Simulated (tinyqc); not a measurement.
Inside a calculation. Model: silicon n-p-n transistor, Gummel numbers and transit times.

Numbers from tinyqc (`OMP_NUM_THREADS=1 python tinyqc.py 2320037 2320038 out.jsonl`; about 0.01 s on one thread of a shared Intel Xeon 2.30GHz). Printed values are rounded.

One-dimensional n-p-n transistor in the forward active mode at low injection. In the base p(x) = NB exp(-eta x/wb) and ni(x)^2 = ni^2 exp((g0 + g1 x/wb)/Vt); electrons leave the base at vsat; band spikes at the emitter junction and recombination inside the emitter are ignored.

Inputs (values chosen for the exercise); band and dielectric values close to those of silicon:
- T = 300 K (temperature)
- Eg = 1.13 eV (band gap)
- eps_r = 11.6 (relative permittivity)
- Nc = 2.75e19 cm^-3 (conduction-band density of states at T)
- Nv = 2.67e19 cm^-3 (valence-band density of states at T)
- vsat = 1e7 cm/s (saturation velocity)
- wb = 55 nm (neutral base width)
- NB = 3.1e17 cm^-3 (base doping at the emitter edge)
- eta = 2.4 (doping falls as exp(-eta x/wb))
- g0 = 0 eV (gap reduction at the emitter edge of the base)
- g1 = 0 eV (further gap reduction across the base (linear))
- Dn = 11 cm^2/s (electron diffusion coefficient in the base)
- NE = 4.9e19 cm^-3 (emitter doping)
- gE = 0.092 eV (gap reduction in the emitter (negative: wider gap))
- we = 100 nm (neutral emitter width)
- Dp = 1.1 cm^2/s (hole diffusion coefficient in the emitter)
- Se = 2e5 cm/s (recombination velocity at the emitter contact)
- tb = 5e-7 s (electron lifetime in the base)
- NC = 7.3e15 cm^-3 (collector doping)
- VCB = 0.3 V (collector-base reverse bias)

Constants: q = 1.602176634e-19 C, kB = 1.380649e-23 J/K, Vt = kB T/q, eps0 = 8.8541878128e-14 F/cm where lengths are in cm. Results are converted to the units shown.

Range of the model: The collector doping exceeds a tenth of the base doping at that edge, so the collector layer reaches noticeably into the base. Heavy doping makes emitter or base degenerate; gE and g0 are to be read as apparent gap changes that include this.

## Base Gummel number and transit time

f(x) = p(x) ni^2/ni(x)^2; I(x) = integral from x to wb of f/Dn, plus f(wb)/vsat; base Gummel number GB = I(0); electron density per unit flux n/(J/q) = I/f; base transit time tauB = integral of I/f over the base. Trapezoid rule on 9 equal steps.

| point | x (nm) | f (cm^-3) | I (s/cm^4) | I/f (s/cm) |
|---|---|---|---|---|
| 0 | 0.0000 | 3.1e17 | 6.18843e10 | 1.99627e-7 |
| 1 | 6.1111 | 2.37438e17 | 4.66777e10 | 1.96589e-7 |
| 2 | 12.2222 | 1.81860e17 | 3.50305e10 | 1.92623e-7 |
| 3 | 18.3333 | 1.39292e17 | 2.61096e10 | 1.87445e-7 |
| 4 | 24.4444 | 1.06688e17 | 1.92769e10 | 1.80685e-7 |
| 5 | 30.5556 | 8.17151e16 | 1.40435e10 | 1.71859e-7 |
| 6 | 36.6667 | 6.25879e16 | 1.00350e10 | 1.60335e-7 |
| 7 | 42.7778 | 4.79379e16 | 6.96488e9 | 1.45290e-7 |
| 8 | 48.8889 | 3.67170e16 | 4.61335e9 | 1.25646e-7 |
| 9 | 55.0000 | 2.81226e16 | 2.81226e9 | 1e-7 |

GB = 6.18843e10 s/cm^4
tauB = 0.922953 ps

With 4000 steps GB = 6.154e10 s/cm^4 and tauB = 0.9201 ps. A uniform base would give wb^2/(2 Dn) + wb/vsat = 1.93 ps; the built-in field, a drop of 2.40 Vt across the base, shortens the transit by a factor of 2.09.

## Gain, Early voltage and collector delay

ni = sqrt(Nc Nv) exp(-Eg/(2 Vt)), Eg in volts; GE = NE exp(-gE/Vt)(we/Dp + 1/Se); JC = J0 exp(VBE/Vt), J0 = q ni^2/GB; gain limited by back injection GE/GB, by base recombination tb/tauB, together 1/beta = the sum of the inverses; collector layer one-sided, Wc = sqrt(2 eps0 eps_r (Vbc + VCB)/(q NC)), Vbc = Vt ln(p(wb) NC/ni^2), Cjc = eps0 eps_r/Wc; Early voltage VA = GB q p(wb)/(f(wb) Cjc [1/Dn - (eta + g1/Vt)/(wb vsat)]), f(wb) = p(wb) exp(-(g0 + g1)/Vt), p(wb) = NB exp(-eta); tauC = Wc/(2 vsat).

ni = 8.73655e9 cm^-3
GE = 1.96609e13 s/cm^4
J0 = 1.97610e-10 A/cm^2
GE/GB = 317.704
tb/tauB = 5.41740e5
beta = 317.518
Wc = 427.363 nm
Cjc = 0.240331 fF/um^2
VA = 8.72710 V
tauC = 2.13681 ps

The gain is limited more by back injection into the emitter. beta VA = 2770 V.
